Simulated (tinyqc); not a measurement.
# Gate-all-around wire, scale length and short-channel effects, step by step

Numbers from tinyqc (`OMP_NUM_THREADS=1 python tinyqc.py 2420056 2420057 out.jsonl`; about 0.01 s on one thread of a shared Intel Xeon 2.30GHz). Printed values are rounded.

A round wire of diameter ts in an insulator shell of thickness ti under a surrounding gate. Below threshold the potential that source and drain add obeys Laplace's equation and vanishes on the gate. Its lowest mode decays along the channel as exp(-k y); k is the smallest positive root of the matching condition at the interface, and the scale length is Lambda = pi/k.

Values chosen for this exercise; permittivities: semiconductor close to that of silicon, insulator close to that of silicon dioxide: temperature T = 300 K; relative permittivity of the semiconductor eps_r = 11.6; relative permittivity of the insulator ei = 3.81; insulator thickness ti = 1.9 nm; wire diameter ts = 3.6 nm; channel length L = 18 nm; potential of the source Vbi = 1.04 V; potential of the barrier top at threshold sT = 0.35 V; long-channel threshold VTL = 0.29 V; long-channel body factor m = 1; drain voltage Vds = 0.7 V.

Constants: q = 1.602176634e-19 C, kB = 1.380649e-23 J/K, Vt = kB T/q. Results are converted to the units shown.

## Scan of the matching condition

| point | k (1/nm) |
|---|---|
| 0 | 0.07 |
| 1 | 0.14 |
| 2 | 0.21 |
| 3 | 0.28 |
| 4 | 0.35 |
| 5 | 0.42 |
| 6 | 0.49 |
| 7 | 0.56 |

f(k) = ei J0(u)[J1(u) Y0(v) - Y1(u) J0(v)] - eps_r J1(u)[J0(u) Y0(v) - Y0(u) J0(v)], u = k ts/2, v = u + k ti.

| point | f(k) |
|---|---|
| 0 | 18.70468 |
| 1 | 8.54878 |
| 2 | 4.83840 |
| 3 | 2.77401 |
| 4 | 1.40454 |
| 5 | 0.41859 |
| 6 | -0.31422 |
| 7 | -0.85811 |

The first change of sign lies between k = 0.42 and 0.49 1/nm.

## Iteration 1: decay constant by Newton steps

k at the start = 0.42 1/nm

f(k) = ei J0(u)[J1(u) Y0(v) - Y1(u) J0(v)] - eps_r J1(u)[J0(u) Y0(v) - Y0(u) J0(v)], u = k ts/2, v = u + k ti; f' by a central difference with +/- 1e-5 1/nm; k(new) = k - f/f'.

f = 0.4185931
f' = -12.07260 nm
k after iteration 1 = 0.4546730 1/nm

## Iteration 2: decay constant by Newton steps

As before.

f = 0.02889938
f' = -10.44700 nm
k after iteration 2 = 0.4574393 1/nm

## Course of the iteration: decay constant by Newton steps

Stop when k changes by less than 1e-10 1/nm, or after 30 iterations.

Course of the iteration:

| iteration | k (1/nm) | \|change\| (1/nm) |
|---|---|---|
| 1 | 0.4546730 | 0.0347 |
| 2 | 0.4574393 | 2.77e-3 |
| 3 | 0.4574553 | 1.61e-5 |
| 4 | 0.4574553 | 5.37e-10 |
| 5 | 0.4574553 | < 1e-14 |

Converged in 5 iterations. At the end the number of correct digits about doubles with each step.

## Scale length against simple estimates

k = 0.4574553 1/nm

Lambda = pi/k and l = 1/k. A parabolic potential across the structure gives l(parabolic) = sqrt([2 eps_r ts^2 ln(1 + 2 ti/ts) + ei ts^2]/(16 ei)).

Lambda = 6.867540 nm
l = 2.186006 nm
l(parabolic) = 2.089004 nm

The parabolic estimate is 4.4 % below l.

## Threshold shift, barrier position and swing

Along the channel psi(y) = s + a exp(y/l) + b exp(-y/l) with psi(0) = Vbi, psi(L) = Vbi + Vds and l = 1/k = Lambda/pi; with A = Vbi - s, B = A + Vds, x = exp(-L/l): a = (B - A x) x/(1 - x^2), b = (A - B x)/(1 - x^2). The minimum is s + 2 sqrt(a b), at y = (l/2) ln(b/a). The long-channel potential follows the gate as s = sT + (Vg - VTL)/m, and the threshold VT is the gate voltage at which the minimum equals sT. Swing = m Vt ln 10/g at threshold, g = d(minimum)/ds = 1 - (b x + a)/((1 + x) sqrt(a b)).

s at threshold = 0.3169597 V
a = 3.776530e-4 V
b = 0.7226627 V
position of the minimum = 8.259519 nm
VT = 0.2569597 V
swing = 61.65102 mV/decade

The threshold lies 33.0 mV below the long-channel value, and the barrier top sits at 0.46 L from the source.
